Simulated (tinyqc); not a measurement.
# On-chip power grid, static voltage drop by conjugate gradients, step by step

tinyqc, about 0.05 s, one thread, Intel Xeon 2.30GHz (shared host): `OMP_NUM_THREADS=1 python tinyqc.py 2770155 2770156 out.jsonl` Printed values are rounded.

A grid of 4 rows and 3 columns, node k = 3 row + column. Neighbours in a row are joined by Rx, in a column by Ry; pad nodes, which reach the supply through Rp: 0, 9. Each node draws I0, node 0 draws kh I0. The drops u = Vdd - V solve G u = i, with G the conductance matrix (1/Rp added on the diagonal at pad nodes).

Values chosen for this exercise:
```
symbol,value,unit,meaning
Vdd,0.9,V,supply voltage
Rx,0.16,ohm,resistance of a horizontal segment
Ry,0.13,ohm,resistance of a vertical segment
Rp,0.11,ohm,resistance from a pad node to the supply
I0,2.8,mA,load current of an ordinary node
kh,8,,factor on the load at the hot node
```

## Diagonal of G, loads and first direction

G_kk = sum of the conductances at node k. Start u = 0, so the residual is r = i; p = r.

G_kk (S):
```
         col 0    col 1    col 2
row 0  23.0332  20.1923  13.9423
row 1  21.6346  27.8846  21.6346
row 2  21.6346  27.8846  21.6346
row 3  23.0332  20.1923  13.9423
```

r at the start (mA):
```
       col 0  col 1  col 2
row 0   22.4    2.8    2.8
row 1    2.8    2.8    2.8
row 2    2.8    2.8    2.8
row 3    2.8    2.8    2.8
```

p at the start (mA):
```
       col 0  col 1  col 2
row 0   22.4    2.8    2.8
row 1    2.8    2.8    2.8
row 2    2.8    2.8    2.8
row 3    2.8    2.8    2.8
```

## Iteration 1: conjugate-gradient step

u at the start (mV):
```
       col 0  col 1  col 2
row 0      0      0      0
row 1      0      0      0
row 2      0      0      0
row 3      0      0      0
```

q = G p; a = (r.r)/(p.q); u(new) = u + a p; r(new) = r - a q; b = (r.r)(new)/(r.r); p(new) = r(new) + b p.

q (mA S):
```
          col 0     col 1  col 2
row 0   476.906  -122.500  0.000
row 1  -150.769     0.000  0.000
row 2     0.000     0.000  0.000
row 3    25.455     0.000  0.000
```

a = 0.0588659 ohm

u after iteration 1 (mV):
```
         col 0    col 1    col 2
row 0  1.31860  0.16482  0.16482
row 1  0.16482  0.16482  0.16482
row 2  0.16482  0.16482  0.16482
row 3  0.16482  0.16482  0.16482
```

r after iteration 1 (mA):
```
         col 0    col 1   col 2
row 0  -5.6735  10.0111  2.8000
row 1  11.6752   2.8000  2.8000
row 2   2.8000   2.8000  2.8000
row 3   1.3016   2.8000  2.8000
```

b = 0.566554

p after iteration 1 (mA):
```
         col 0    col 1   col 2
row 0   7.0173  11.5974  4.3864
row 1  13.2615   4.3864  4.3864
row 2   4.3864   4.3864  4.3864
row 3   2.8879   4.3864  4.3864
```

## Iteration 2: conjugate-gradient step

As before.

q (mA S):
```
         col 0     col 1    col 2
row 0  -12.864   129.165  -45.069
row 1  171.773  -110.940    0.000
row 2  -56.744     0.000    0.000
row 3    5.363     9.365    0.000
```

a = 0.118594 ohm

u after iteration 2 (mV):
```
         col 0    col 1    col 2
row 0  2.15081  1.54021  0.68502
row 1  1.73756  0.68502  0.68502
row 2  0.68502  0.68502  0.68502
row 3  0.50732  0.68502  0.68502
```

r after iteration 2 (mA):
```
         col 0    col 1   col 2
row 0  -4.1479  -5.3071  8.1449
row 1  -8.6960  15.9568  2.8000
row 2   9.5295   2.8000  2.8000
row 3   0.6656   1.6894  2.8000
```

b = 1.70327

p after iteration 2 (mA):
```
         col 0    col 1    col 2
row 0   7.8045  14.4465  15.6161
row 1  13.8920  23.4279  10.2712
row 2  17.0007  10.2712  10.2712
row 3   5.5846   9.1605  10.2712
```

## Course of the conjugate-gradient iteration

Stop when |r| is below 1e-9 mA.

Course of the iteration:
```
iteration  largest u (mV)  |r| (mA)
1                 1.31860      18.3
2                 2.15081      23.8
3                 2.91659      24.7
4                 3.73602      20.7
5                 4.59418      11.4
6                 4.97966      4.42
7                 4.91742      1.77
8                 4.83861      1.07
9                 4.79654     0.397
10                4.80169    0.0465
11                4.80155   5.57e-3
12                4.80160   < 1e-11
```

Converged in 12 iterations for 12 unknowns; in exact arithmetic the method needs at most 12. The condition number of the matrix is 51.0. Gauss-Seidel sweeps in node order need 270 to reach the same residual.

## Worst drop, pad currents and power lost

converged u (mV):
```
         col 0    col 1    col 2
row 0  3.47365  4.38835  4.80160
row 1  3.92369  4.43177  4.77337
row 2  3.59690  4.24647  4.65869
row 3  2.37835  3.89000  4.51493
```

Pad current u/Rp; worst drop as a share of Vdd; power lost in the grid and pads sum_k i_k u_k; power delivered sum_k i_k (Vdd - u_k).

worst drop = 4.80160 mV
share of Vdd = 0.533511 %
pad currents (mA): node 0 31.5787, node 9 21.6213
power lost = 0.205501 mW
power delivered = 47.6745 mW

The pad currents add up to the total load, 53.20 mA. The worst drop is at node 2, not at the hot node.
